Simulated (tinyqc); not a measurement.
Quantum limit of the contact resistance of a two-dimensional channel: two steps of the calculation.

Parabolic band with gv valleys, C = hbar^2/(2 m0), eta = (EF - Ec)/(kB T). Landauer picture: each mode conducts 2 q^2/h, and the contacts and the channel add incoherently in series, 1/Tt - 1 = 2 (1/tc - 1) + L/lam for the total transmission Tt.

Inputs (values chosen for the exercise):
```
symbol,value,unit,meaning
T,300,K,temperature
m,0.23,m0,mass
gv,1,,valleys
n,1.9e12,cm^-2,carrier density
tc,0.43,,transmission of each contact
lam,3.8,nm,back-scattering length of the channel
L,110,nm,channel length
```

Constants: q = 1.602176634e-19 C, kB = 1.380649e-23 J/K, hbar = 1.054571817e-34 J s, h = 6.62607015e-34 J s, m0 = 9.1093837015e-31 kg, Vt = kB T/q, hbar^2/(2 m0) = 0.0380998212 eV nm^2. Results are converted to the units shown.

Problem 1. Fermi level and modes. n = N ln(1 + exp(eta)), N = gv m kB T/(2 pi C); modes per width M = gv sqrt(m kB T/C) Fm(eta)/(2 sqrt(pi)), Fm(x) = (1/sqrt(pi)) int_0^infinity u^(-1/2)/(1 + exp(u - x)) du; at zero temperature M0 = gv kF/pi, kF = sqrt(2 pi n/gv). kB T in eV.

Wanted: N; eta; M; M0.

Solution 1.

N = 2.484e12 cm^-2
eta = 0.1388
M = 73.41 1/um
M0 = 110.0 1/um

The zero-temperature count is 50 % above the thermal one.

Problem 2. Resistances. RQ = (h/2q^2)/M for the whole device, R = RQ/Tt; the part of one contact is Rc = RQ (1/tc - 1/2) and the channel adds RQ L/lam.

M = 73.412703 1/um

Find: RQ; Rc; channel; R; Tt.

Solution 2.

RQ = 175.81 ohm um
Rc = 320.95 ohm um
channel = 5089.1 ohm um
R = 5731.0 ohm um
Tt = 0.030676

The two contacts make up 11.2 % of R.

Program tinyqc, `OMP_NUM_THREADS=1 python tinyqc.py 2760076 2760077 out.jsonl`; Intel Xeon 2.30GHz, shared host, one thread, about 0.01 s.
